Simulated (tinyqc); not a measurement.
Inside a calculation. Method: Hubbard ring of 3 sites. Computed by tinyqc, a small Python program that keeps every step. Settings: hopping = 1.18, U = 9.9, mixing = 0.5, iteration cap = 64. Command: `OMP_NUM_THREADS=1 python tinyqc.py 26368 26369 out.jsonl` (the two numbers bound the seeds that draw the settings). One thread of a shared host (Intel(R) Xeon(R) Processor @ 2.60GHz), about 0.2 s of CPU time with the checks. Later iterations appear only in the table of the cycle.

## Mean-field iteration 1

one-body matrix (hopping and site energies) (eV), lower triangle:
```
,1,2,3
1,-0.2000
2,-1.1800,0.3900
3,-1.1800,-1.1800,0.8200
```

U = 9.9000 eV

electrons, up and down: 1  1

mixing = 0.5000

n(up) at the start (a guess, not normalised): 1 0.3330, 2 0.3330, 3 0.3330

n(down) at the start (a guess): 1 0.3330, 2 0.3330, 3 0.3330

H(up) = T + U n(down), H(down) = T + U n(up); fill the lowest levels; n(new) = n + mixing (n(out) - n); E = tr T (rho up + rho down) + U sum n_up n_down of the output.

levels, up (eV): 1.2233  4.5504  5.1265

levels, down (eV): 1.2233  4.5504  5.1265

energy = -0.6536 eV

n(up) after iteration 1: 1 0.3873, 2 0.3216, 3 0.2906

n(down) after iteration 1: 1 0.3873, 2 0.3216, 3 0.2906

## Mean-field iteration 2

As before.

levels, up (eV): 1.2743  4.7799  4.8509

levels, down (eV): 1.2743  4.7799  4.8509

energy = -0.7524 eV

n(up) after iteration 2: 1 0.3603, 2 0.3333, 3 0.3062

n(down) after iteration 2: 1 0.3603, 2 0.3333, 3 0.3062

## Convergence

Each step fills the lowest levels of T + U n(other spin) and sets n(new) = n + mixing (n(out) - n); stop when output and input agree to 1e-8.

Course of the cycle:
```
iteration,E (eV),largest |n(out) - n(in)|,mean |n_up - n_down|
1,-0.653617,1.09e-01,0.0000
2,-0.752376,5.41e-02,0.0000
3,-0.774485,2.61e-02,0.0000
4,-0.779490,1.31e-02,0.0000
5,-0.780780,6.60e-03,0.0000
6,-0.781104,3.32e-03,0.0000
7,-0.781188,1.69e-03,0.0000
8,-0.781210,8.52e-04,0.0000
9,-0.781215,4.35e-04,0.0000
10,-0.781217,2.20e-04,0.0000
11,-0.781217,1.12e-04,0.0000
...,...,...,...
15,-0.781217,7.54e-06,0.0000
16,-0.781217,3.82e-06,0.0000
17,-0.781217,1.95e-06,0.0000
18,-0.781217,9.90e-07,0.0000
19,-0.781217,5.07e-07,0.0000
20,-0.781217,2.57e-07,0.0000
21,-0.781217,1.31e-07,0.0000
22,-0.781217,6.66e-08,0.0000
23,-0.781217,3.40e-08,0.0000
24,-0.781217,1.73e-08,0.0000
25,-0.781217,8.83e-09,0.0000
```

local moments n_up - n_down: 1 0.0000, 2 0.0000, 3 0.0000

Converged in 25 iterations. But random starts reach -1.65482 eV, so this is another stationary point, not the lowest one. Reruns (cap 100 unless said): mixing 0.2: converged in 48 to a higher stationary point (E = -0.78122); mixing 0.9: not converged. Before convergence this energy mixes input and output and is not variational, so it may rise towards its limit.

## The many-body Hamiltonian

Basis: all placements (u, d, 2, 0 on each site), up operators ordered before down ones; hops carry the sign of the same-spin electrons passed.

H (eV), lower triangle:
```
,200,ud0,u0d,du0,020,0ud,d0u,0du,002
200,9.5000
ud0,-1.1800,0.1900
u0d,-1.1800,-1.1800,0.6200
du0,-1.1800,0.0000,0.0000,0.1900
020,0.0000,-1.1800,0.0000,-1.1800,10.6800
0ud,0.0000,0.0000,-1.1800,-1.1800,-1.1800,1.2100
d0u,-1.1800,0.0000,0.0000,-1.1800,0.0000,0.0000,0.6200
0du,0.0000,-1.1800,0.0000,0.0000,-1.1800,0.0000,-1.1800,1.2100
002,0.0000,0.0000,-1.1800,0.0000,0.0000,-1.1800,-1.1800,-1.1800,11.5400
```

## Exact diagonalisation (9 states)

Lowest levels of the sector, and the double occupancy of the lowest state.

lowest levels (eV): -2.5832  -0.8198  -0.2437  1.2930  1.8367  3.0834

double occupancy per site = 0.0205

The mean-field solution above lies 1.8019 eV above the exact energy.

## The lowest level by Lanczos steps

From a random start vector (not printed): a_j = <q_j|H|q_j>, b_j = norm of the remainder after orthogonalising; the Ritz value is the lowest eigenvalue of the tridiagonal matrix of a and b so far.

Lanczos:
```
j,a_j (eV),b_j (eV),lowest Ritz value (eV)
1,5.6266,5.7009,5.626610
2,5.4366,3.0917,-0.170118
3,2.1747,3.5372,-1.596979
4,6.3551,4.4846,-2.130307
5,2.9655,1.1319,-2.564157
6,8.2440,4.2794,-2.577863
7,3.9239,0.7872,-2.582843
8,-0.2116,0.8675,-2.583131
9,1.2452,0,-2.583159
```
